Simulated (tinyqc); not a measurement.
Peak gain against injection: optical gain and spontaneous emission in a bulk direct-gap semiconductor.

Parabolic bands, vertical transitions, no excitons. For each hole band j: mr = me mj/(me + mj); joint density of states J_j(E) = (mr/c)^(3/2) sqrt(E - Eg)/(2 pi^2), both spins, c = hbar^2/2m0; averaged matrix element |e.p|^2 = m0 Ep/6; alpha_j(E) = 4 pi^2 alpha_f c Ep J_j/(3 nr E) in 1/angstrom (alpha_f the fine-structure constant, listed as alpha among the constants), times 1e8 for 1/cm.

F_j(eta) = (1/Gamma(j + 1)) integral_0^infinity x^j dx/(1 + exp(x - eta)), which tends to exp(eta) for eta << 0.

Quasi-Fermi levels: n = Nc F_1/2(Fc/kT) and p = Nv F_1/2(Fv/kT), Fc counted up from the conduction edge and Fv down from the valence edge; Nc, Nv from N = 2 (m kB T/(4 pi c))^(3/2) with c = hbar^2/2m0, in 1/angstrom^3; times 1e24 for 1/cm^3, with me and (mhh^(3/2) + mlh^(3/2))^(2/3).

For band j the electron sits at Ee = (E - Eg) mr/me above its edge and the hole at Eh = (E - Eg) mr/mj; fe = 1/(1 + exp((Ee - Fc)/kT)), fh = 1/(1 + exp((Eh - Fv)/kT)); gain g = sum_j alpha_j (fe + fh - 1).

Spontaneous rate: R = integral of (nr E/(hbar c))^2/(pi^2 hbar) sum_j alpha_j fe fh dE, with alpha in 1/cm and (nr E/(hbar c))^2 in 1/cm^2 (1e16 per 1/angstrom^2); B = R/(n p); lifetime n/R.

Constants: hbar^2/2m0 = 3.80998211 eV angstrom^2; fine-structure constant alpha = 0.007297352564; kB = 8.617333262e-05 eV/K; hbar = 6.58211957e-16 eV s; hbar c = 1973.269805 eV angstrom.

Inputs chosen for the exercise (near those of GaN; not measured data):
- Eg = 3.486 eV (direct gap)
- me = 0.2063 m0 (electron mass)
- mhh = 1.455 m0 (heavy-hole mass)
- mlh = 0.3 m0 (light-hole mass)
- Ep = 16.8 eV (Kane energy)
- nr = 2.55 (refractive index)
- T = 250 K

The peak is the largest g over E; a dash marks no gain.

Gain:

| n (1/cm^3) | Fc (eV) | Fv (eV) | peak gain (1/cm) | peak E - Eg (eV) | B (cm^3/s) |
|---|---|---|---|---|---|
| 2.5e+18 | 0.0177 | -0.0573 | - | - | 6.73e-11 |
| 4.0e+18 | 0.0339 | -0.0469 | - | - | 6.32e-11 |
| 5.7e+18 | 0.0483 | -0.0389 | 97 | 0.0032 | 5.91e-11 |
| 8.9e+18 | 0.0702 | -0.0286 | 844 | 0.0160 | 5.28e-11 |
| 1.1e+19 | 0.0826 | -0.0236 | 1368 | 0.0236 | 4.94e-11 |
| 1.5e+19 | 0.1037 | -0.0161 | 2305 | 0.0367 | 4.42e-11 |
| 2.0e+19 | 0.1272 | -0.0089 | 3339 | 0.0508 | 3.92e-11 |

Give the missing row, n (1/cm^3) = 6.9e+18.

Computed row:
```
n (1/cm^3)  Fc (eV)  Fv (eV)  peak gain (1/cm)  peak E - Eg (eV)  B (cm^3/s)
6.9e+18      0.0570  -0.0345               352            0.0082    5.65e-11
```

transparency density (Fc + Fv = 0) = 4.94e+18 1/cm^3

Gain starts at 4.94e+18 1/cm^3, where Fc = -Fv = 0.0422 eV: with Nv/Nc = 20 the electrons must be degenerate before the holes are. The slope of peak gain against n is 2.12e-16 cm^2 between the first two rows with gain and 2.07e-16 between the last two; the peak moves from 0.0032 to 0.0508 eV above the gap as the bands fill, and B falls by a factor 1.72. Line broadening and gap shrinkage are left out.

Run: tinyqc, `OMP_NUM_THREADS=1 python tinyqc.py 1682717 1682718 out.jsonl`; Intel(R) Xeon(R) Processor @ 2.30GHz, one thread, shared host; about 0.08 s of CPU time with all checks.
